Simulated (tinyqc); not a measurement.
Worked calculation: conductance of a narrow metal strip with scatterers (square lattice, Green functions). Values are carried at full precision from step to step, so a last printed digit may differ when a step is redone from the rounded ones.

A strip of W sites across with hard walls, site energy 0 and hopping -t. Mode n = 1 to W has profile chi_n(j) = sqrt(2/(W + 1)) sin(n j pi/(W + 1)) and energy en = -2t cos(n pi/(W + 1)); E = en - 2t cos(kn a). With z_n = exp(i kn a) (Im k > 0 for closed modes, |z| < 1) each lead gives the self-energy -t z_n in mode n. One column carries the site energies v, here a uniform barrier across the strip, as of a grain boundary. In the mode basis V_nm = sum_j chi_n(j) v_j chi_m(j), G = (E - en + 2 t z_n - V)^-1, and t_nm = 2t sqrt(sin(kn a) sin(km a)) G_nm in size for open modes. T = sum |t_nm|^2, conductance (2e^2/h) T.

Constants: e^2/h = 3.874045865e-05 S.

Values chosen for the exercise (hopping and spacing of the size met in Cu or Al; the lattice is a model; shifted at random, so the results belong to these values and not to a real crystal):
```
symbol  value      unit      meaning
t       1.14       eV        hopping
a       2.83       angstrom  spacing
W       3                    sites across
E       0.46       eV        Fermi energy
v       (1, 1, 1)  eV        site energies in the scattering column
```

## Modes at the Fermi energy

For each n: en, cos(kn a) = (en - E)/(2t), z_n and the velocity 2 t a sin(kn a) (zero if closed).

Modes:
```
n  en (eV)  cos(k a)                  z  dE/dk (eV angstrom)
1  -1.6122  -0.90886  -0.90886+0.41710i               2.6913
2   0.0000  -0.20175  -0.20175+0.97944i               6.3197
3   1.6122   0.50535   0.50535+0.86291i               5.5679
```

3 of 3 modes are open, so the clean strip has a resistance of 4302 ohm, whatever its length.

## The scatterer in the mode basis

Form V_nm.

V (eV):
```
        n=1     n=2     n=3
n=1  1.0000       0       0
n=2       0  1.0000       0
n=3       0       0  1.0000
```

A uniform column does not mix the modes.

## Green function and transmission

E - en + 2 t z_n = 2t (z_n - cos(kn a)). Invert, form |t_nm|^2 = (2t)^2 Im(z_n) Im(z_m) |G_nm|^2 and sum. The added resistance is 1/(2 (e^2/h) T) less the same for the clean strip.

G (1/eV):
```
                 n=1              n=2              n=3
n=1  -0.5251-0.4994i           0.0000           0.0000
n=2           0.0000  -0.1670-0.3730i           0.0000
n=3           0.0000           0.0000  -0.2053-0.4039i
```

|t_nm|^2:
```
        n=1     n=2     n=3
n=1  0.4749       0       0
n=2       0  0.8330       0
n=3       0       0  0.7947
```

T = 2.1026
added resistance = 1836 ohm

Mode 1 passes least (0.475) and mode 2 most (0.833); 0.0 % of the transmitted flux changes mode.

## Checks

- Transmitted plus reflected flux against the number of open modes: both 3.00000.

(tinyqc, `OMP_NUM_THREADS=1 python tinyqc.py 1450992 1450993 out.jsonl`, Intel(R) Xeon(R) Processor @ 2.30GHz, 1 thread, shared host, about 0.01 s.)
